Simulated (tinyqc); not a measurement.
From results back to parameters: eight-band Kane k.p model. Three cases, with inputs chosen for the exercise.

Problem. In the Kane model 1/m = A_r + Ep (Eg + 2 Dso/3)/(Eg (Eg + Dso)) and the Roth formula gives g* = 2 - 2 Ep Dso/(3 Eg (Eg + Dso)). The mass and the g factor below were computed from hidden Ep and Dso.

Find: X; Y; Ep; Dso.

Method. Let X = 1/m - A_r and Y = (2 - g*)/2. Then X + Y = Ep/Eg and X - 2 Y = Ep/(Eg + Dso).

Case 1.

Values chosen (out of a larger set: near those of InAs; not measured data): Eg = 0.414 eV (gap at Gamma to the s-like level); A_r = 1 (remote-band term in 1/m).

m = 0.0224597 m0
g* = -14.81620

Solution.

X = 43.524
Y = 8.408
Ep = 21.50 eV
Dso = 0.391 eV

Case 2.

Values chosen (out of a larger set: near those of InAs; not measured data): Eg = 0.417 eV (gap at Gamma to the s-like level); A_r = 1 (remote-band term in 1/m).

m = 0.0226835 m0
g* = -14.46802

Solution.

X = 43.085
Y = 8.234
Ep = 21.40 eV
Dso = 0.387 eV

Case 3.

Values chosen (out of a larger set: near those of InAs; not measured data): Eg = 0.415 eV (gap at Gamma to the s-like level); A_r = 0 (remote-band term in 1/m).

m = 0.0232182 m0
g* = -14.51113

Solution.

X = 43.070
Y = 8.256
Ep = 21.30 eV
Dso = 0.387 eV

Computed by tinyqc, one run a case: `OMP_NUM_THREADS=1 python tinyqc.py N N+1 out.jsonl` with N = 1080802, 1080812, 1080814; one thread of a shared Intel(R) Xeon(R) Processor @ 2.30GHz, about 0.1 s a run at most.
